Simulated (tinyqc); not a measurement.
# Trap density from the capacitance step

Question. A junction with shallow donors Nd and a deep trap has C_HF = eps0 eps_r/W and C_LF = eps0 eps_r (Nd + Nt)/(Nd W + Nt xt), xt = W - lam. Find W, xt and Nt.

Parameters, values chosen for the exercise: relative permittivity eps_r = 9.76; shallow donor density Nd = 1.9e15 cm^-3.

Constants: eps0 = 8.8541878128e-14 F/cm where lengths are in cm. Results are converted to the units shown.

C_HF = 8.5395610 nF/cm^2
C_LF = 8.9151115 nF/cm^2
lam = 428.31941 nm

Solution. C_HF gives W. With y = C_LF/C_HF, Nt/Nd = (y - 1)/(1 - y xt/W).

W = 1.01e3 nm
xt = 584 nm
Nt = 2.10e14 cm^-3

Program tinyqc, `OMP_NUM_THREADS=1 python tinyqc.py 2050033 2050034 out.jsonl`; Intel Xeon 2.30GHz, shared host, one thread, about 0.01 s.
